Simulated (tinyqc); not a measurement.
Inside a calculation. Method: G0W0 on RHF in the sto-3g basis, for H3+, spin multiplicity 1. One step of it, computed by the program tinyqc.

Question. Screening: direct RPA. With D = e_a - e_i and K = (ia|jb): diagonalise D^(1/2) (D + 4K) D^(1/2) = Z w^2 Z^T; X + Y = D^(1/2) Z w^(-1/2), each column of Z with its largest component positive (the first on a tie); E_c = (sum w - tr (D + 2K)) / 2.

orbital energies (hartree): MO1 -0.976075, MO2 -0.210049, MO3 -0.047069

Two-electron integrals over orbitals (pq|rs), unique and non-zero (hartree):
```
(11|11) 0.538945    (21|11) -0.015627   (21|21) 0.144468    (22|11) 0.507973
(22|21) 0.060954    (22|22) 0.606186    (31|11) 0.023527    (31|21) 0.001190
(31|22) -0.073765   (31|31) 0.147694    (32|11) 0.001950    (32|21) -0.095017
(32|22) -0.016804   (32|31) -0.052293   (32|32) 0.089614    (33|11) 0.542407
(33|21) -0.064610   (33|22) 0.459792    (33|31) 0.082566    (33|32) 0.015703
(33|33) 0.617384
```

Give: D^(1/2) (D + 4K) D^(1/2); excitation energies w; X + Y; RPA correlation energy.

Answer.

D^(1/2) (D + 4K) D^(1/2) (hartree^2), order 1>2, 1>3:
$$\begin{pmatrix}
1.0295 & 0.0040 \\
0.0040 & 1.4119
\end{pmatrix}$$

excitation energies w (hartree): [1.0146, 1.1882]

X + Y, order 1>2, 1>3:
$$\begin{pmatrix}
0.8689 & 0.0084 \\
-0.0100 & 0.8842
\end{pmatrix}$$

RPA correlation energy = -0.038254 hartree
